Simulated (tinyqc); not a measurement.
Kink density above f_c: Frenkel-Kontorova chain: a misfit dislocation (kink) in a monolayer on a periodic substrate. Computed by tinyqc, a small Python program. Command: `OMP_NUM_THREADS=1 python tinyqc.py 3016363 3016364 out.jsonl fkchain walk`. One thread of a shared host (Intel(R) Xeon(R) Processor @ 2.30GHz), about 0.02 s of CPU time with the checks.

E = sum_j [(k/2)(x_(j+1) - x_j - b)^2 + (W/2)(1 - cos(2 pi x_j/a))], x_j = a (j + u_j). A kink takes u from 0 to 1: the chain is stretched by one period and has one atom fewer than wells.

Inputs (values chosen for the exercise, for a model overlayer):

| quantity | value | unit |
|---|---|---|
| spring constant k | 2.11 | eV/angstrom^2 |
| substrate period a | 3.89 | angstrom |
| corrugation W | 5.6 | eV |
| misfit f = (b - a)/a | 0.28 | - |
| atomic mass M | 62.5 | u |

Constants: nu for 1 eV/(angstrom^2 u) = 15.6333042 THz.

Method. l0 = sqrt(k a^2/(2 W)); kink u(j) = (2/pi) arctan exp(pi j/l0); kink energy at f = 0: E0 = (4/pi) W l0; with misfit E0 - k a^2 f; kinks become favourable at f_c = 2/(pi l0), and a coherent chain with free ends loses stability at f_m = 1/l0. Lowest vibration of the flat chain: nu0 = 15.6333042 THz x sqrt(2 pi^2 W/(a^2 M)). Frank and van der Merwe: the modulus q solves f = 2 E(q)/(pi l0 q), and the kinks per atom are pi/(2 l0 q K(q)), with the complete elliptic integrals K and E; strain left = f - density (for f above f_c = 2/(pi l0)).

critical misfit f_c = 0.377049

kink width l0 = 1.68843

Continuum ground state:

| f | q | kinks per atom | strain left |
|---|---|---|---|
| 0.3789 | 0.99902 | 0.20668 | 0.17222 |
| 0.3846 | 0.99528 | 0.25094 | 0.13366 |
| 0.3959 | 0.98669 | 0.29306 | 0.10284 |
| 0.4148 | 0.97070 | 0.33758 | 0.07722 |
| 0.4525 | 0.93618 | 0.40088 | 0.05162 |
| 0.5279 | 0.86544 | 0.49890 | 0.02900 |
| 0.6410 | 0.76732 | 0.62573 | 0.01527 |
| 0.8295 | 0.63531 | 0.82266 | 0.00684 |

What does the comparison show, and why?

0.49 % above f_c the density is already 0.55 of f: kinks repel only exponentially, so they flood in, as 1/|ln(f - f_c)|. At 2.2 f_c they take up 99.2 % of the misfit and the layer floats nearly free. Caution: a corrugation above 1 eV is larger than real overlayers usually show; it is chosen to keep the kink narrow. Caution: for l0 below about 3 the kink spans few atoms, and the continuum kink energy is off by about 2 per cent or more.
